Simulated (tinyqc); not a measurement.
## Voltage drop against the pad pitch

A grid of 13 by 13 nodes with segments Rx (rows) and Ry (columns); every node draws I1 and the central node kh I1; pads with resistance Rp sit at the nodes whose row and column are multiples of the pitch, counting from 0. The drops u = Vdd - V follow from G u = i, with G the conductance matrix and i the load currents, solved directly.

Parameters, values chosen for the exercise: supply voltage Vdd = 0.65 V; resistance of a horizontal segment Rx = 0.11 ohm; resistance of a vertical segment Ry = 1.9 ohm; resistance from a pad node to the supply Rp = 0.09 ohm; factor on the load at the hot node kh = 5; load current of a node in the large grid I1 = 0.055 mA.

Result of one run:
columns A: pitch (nodes); B: pads; C: worst drop (mV); D: mean drop (mV); E: largest drop at a pad (mV); F: largest pad current (mA); G: worst drop over Vdd (%)
```
A   B         C         D         E        F         G
2  49  0.076240  0.044602  0.030896  0.34328  0.011729
```

What becomes of these results when the pad pitch is changed from 2 to 4 nodes, all else the same?

Result of the changed run:
columns A: pitch (nodes); B: pads; C: worst drop (mV); D: mean drop (mV); E: largest drop at a pad (mV); F: largest pad current (mA); G: worst drop over Vdd (%)
```
A   B        C        D         E        F         G
4  16  0.35691  0.20686  0.074928  0.83254  0.054908
```

The whole series:
columns A: pitch (nodes); B: pads; C: worst drop (mV); D: mean drop (mV); E: largest drop at a pad (mV); F: largest pad current (mA); G: worst drop over Vdd (%)
```
A     B         C          D         E        F          G
1   169  0.014021  0.0050672  0.014021  0.15579  0.0021571
2    49  0.076240   0.044602  0.030896  0.34328   0.011729
3    25   0.15898    0.11026  0.055540  0.61712   0.024458
4    16   0.35691    0.20686  0.074928  0.83254   0.054908
6     9   0.64963    0.45723   0.16646   1.8495   0.099943
12    4    2.5923     1.7883   0.21409   2.3788    0.39881
```

The worst drop goes from 0.0140 to 2.59 mV while the number of pads falls from 169 to 4; between the last two rows it goes as pitch^(2.00). The largest drop at a pad is 100 % of the worst drop in the first row and 8.26 % in the last; the rest falls along the wires.

Numbers from tinyqc (`OMP_NUM_THREADS=1 python tinyqc.py 2770171 2770172 out.jsonl`; about 0.08 s on one thread of a shared Intel Xeon 2.30GHz).
